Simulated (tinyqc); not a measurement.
Van der Pauw, Hall and four-point-probe measurements on a doped layer: correction factor against the shape of the sample.

A uniform p-type layer with sheet resistance Rs = 1/(q ns mu), point contacts, low field (mu B small).

Rs = 1/(q ns mu). For a rectangle with contacts at the corners, RA = (8 Rs/pi) sum_(k>=0) ln coth((2k + 1) pi a/(2 b)) with current along a short side b and voltage along the opposite one, RB the same with a and b exchanged. ar = a/b. F = Rs/[(pi/ln 2)(RA + RB)/2]; small-asymmetry estimate 1 - (ln 2/2) d^2 - ((ln 2)^2/4 - (ln 2)^3/12) d^4 with d = (RB - RA)/(RB + RA).

Values chosen for this exercise: sheet density of the layer ns = 1.3e15 cm^-2; drift mobility mu = 47 cm^2/(V s).

Constants: q = 1.602176634e-19 C. Results are converted to the units shown.

Result of one run:
```
ar,RA (ohm),RB (ohm),RB/RA,F,estimate of F
3.4,0.01195,257.2,2.152e4,0.1753,0.5612
```

What becomes of these results when the side ratio a/b of a rectangular sample with corner contacts ar is changed from 3.4 to 1.34, all else the same?

Result of the changed run:
```
ar,RA (ohm),RB (ohm),RB/RA,F,estimate of F
1.34,7.728,50.51,6.536,0.7740,0.7861
```

The whole series:
```
ar,RA (ohm),RB (ohm),RB/RA,F,estimate of F
1,22.54,22.54,1.000,1.000,1.000
1.34,7.728,50.51,6.536,0.7740,0.7861
1.69,2.573,83.76,32.55,0.5221,0.6213
2.03,0.8842,117.7,133.1,0.3803,0.5767
2.37,0.3038,152.1,500.6,0.2958,0.5653
2.71,0.1044,186.7,1788,0.2413,0.5623
3.06,0.03477,222.4,6397,0.2026,0.5614
3.4,0.01195,257.2,2.152e4,0.1753,0.5612
```

RB/RA rises from 1.00 to 21500 and F falls from 1.00 to 0.175. The estimate is 19 % above F at a/b = 1.69 and 3.20 times it in the last row. RA shrinks about as exp(-pi a/b): by a factor of 2.91 between the last two rows, against 2.91.

Program tinyqc, `OMP_NUM_THREADS=1 python tinyqc.py 2850137 2850138 out.jsonl`; Intel Xeon 2.30GHz, shared host, one thread, about 0.01 s.
